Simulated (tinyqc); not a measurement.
Type-II superlattice in the two-band Kane model: sweeps and comparisons. A value that a table varies takes the place of the one given here.

Motion along the axis, period d = a + b, c = hbar^2/2m0. Conduction and light-hole bands couple: (E - Ec)(E - Ev) = Ep c k^2 in each layer, with mass m(E) = (E - Ev)/Ep, which may be negative. The conduction envelope psi and psi'/m(E) are continuous; a layer carries them by [[cos kt, (m/k) sin kt], [-(k/m) sin kt, cos kt]] (cosh and sinh for k^2 < 0), and cos(q d) = tr(M_B M_A)/2. C1 is the first miniband above EvB, with its bottom at tr/2 = +1 and its top at -1; the gap is the bottom of C1 less the top heavy-hole level HH1.

Heavy holes are uncoupled: with e = EvB - E, p = sqrt(mhB e/c), w = sqrt(mhA (EvB - EvA - e)/c), the top level HH1 at q = 0 solves (p/mhB) tan(p b/2) = (w/mhA) tanh(w a/2).

Constants: hbar^2/2m0 = 3.80998211 eV angstrom^2; hc = 1239.841984 eV nm.

Inputs chosen for the exercise (near those of an InAs/GaSb superlattice; shifted at random, so the results belong to these values and not to a real crystal): b = 27 angstrom (layer B); EcA = 0 eV (conduction edge of A); EvA = -0.42 eV (valence edge of A); EcB = 0.959 eV (conduction edge of B); EvB = 0.145 eV (valence edge of B); EpA = 14.4 eV (coupling energy in A); EpB = 18.2 eV (coupling energy in B); mhA = 0.34 m0 (heavy hole in A); mhB = 0.29 m0 (heavy hole in B); As = (18, 30, 35, 44, 52, 64, 74) angstrom (widths of layer A); a = 49 angstrom (layer A).

## Width of layer A

Bottom of C1 (tr/2 = +1, above EvB), HH1, the gap and hc/gap; widths at which C1 no longer starts above EvB are left out.

Results:

| a (angstrom) | C1 (eV) | HH1 (eV) | gap (meV) | cut-off (micrometre) |
|---|---|---|---|---|
| 18 | 0.4846 | 0.0557 | 428.9 | 2.89 |
| 30 | 0.3290 | 0.0537 | 275.3 | 4.50 |
| 35 | 0.2854 | 0.0536 | 231.8 | 5.35 |
| 44 | 0.2260 | 0.0535 | 172.5 | 7.19 |
| 52 | 0.1875 | 0.0535 | 134.0 | 9.25 |
| 64 | 0.1458 | 0.0535 | 92.3 | 13.44 |

What can be read from the table?

From a = 18 to 64 angstrom C1 falls by 339 meV while HH1 moves by -2.2 meV, so layer A tunes the gap, from 429 to 92 meV. The cut-off shifts by 0.134 micrometre per angstrom at the thin end and 0.349 at the thick end: long wavelengths need tight control of the thickness.

## One band or two

Bottom of C1. One band: (k/mA) tan(k a/2) = (kappa/mB) tanh(kappa b/2) with the edge masses (Ec - Ev)/Ep and barrier EcB - EcA. Second row: mA replaced by m(E). The last column is measured against two bands.

Results:

| model | C1 (eV) | gap (meV) | error (meV) |
|---|---|---|---|
| one band, edge masses | 0.1933 | 139.8 | -7.4 |
| m(E) in A only | 0.1720 | 118.5 | -28.7 |
| two bands | 0.2007 | 147.2 | 0.0 |

mA = 0.0292 m0
mB = 0.0447 m0

How do the results move?

With edge masses C1 errs by -7 meV, 5 % of the gap. The heavier m(E) in A changes it by -21 meV; the treatment of B changes it by +29 meV, since C1 lies 56 meV above the valence edge of B, where its mass is 0.0031 instead of 0.0447.

## What each parameter does

Bottom and width of C1, HH1 and the gap. Each row changes one parameter from the base and keeps the others.

Results:

| case | C1 (eV) | width (meV) | HH1 (eV) | gap (meV) |
|---|---|---|---|---|
| base | 0.2007 | 77.7 | 0.0535 | 147.2 |
| a = 46 angstrom | 0.2154 | 83.6 | 0.0535 | 161.9 |
| b = 24 angstrom | 0.1928 | 88.0 | 0.0372 | 155.6 |
| EvB = 0.125 eV | 0.1999 | 75.2 | 0.0345 | 165.4 |
| EcB = 1.009 eV | 0.2050 | 73.5 | 0.0535 | 151.5 |
| EvA = -0.45 eV | 0.1970 | 75.2 | 0.0521 | 144.9 |
| EpA = 15.6 eV | 0.2069 | 83.3 | 0.0535 | 153.4 |
| mhB = 0.33 m0 | 0.2007 | 77.7 | 0.0591 | 141.7 |

What can be read from the table?

The largest shifts from the base row, up to three for each result and ties (the steps differ in size, so this ranks the rows, not the parameters). C1 (eV): a +0.0146, b -0.0079, EpA +0.0062; unchanged at the printed digits by mhB. width (meV): b +10.3, a +6.0, EpA +5.6; unchanged at the printed digits by mhB. HH1 (eV): EvB -0.0190, b -0.0163, mhB +0.0055; unchanged at the printed digits by a, EcB and EpA. gap (meV): EvB +18.2, a +14.6, b +8.3.

Computed by tinyqc, a small Python program: `OMP_NUM_THREADS=1 python tinyqc.py 1250684 1250685 out.jsonl` (the numbers bound the seed that draws the inputs); one thread of a shared host (Intel(R) Xeon(R) Processor @ 2.30GHz), about 0.05 s for the whole set of steps.
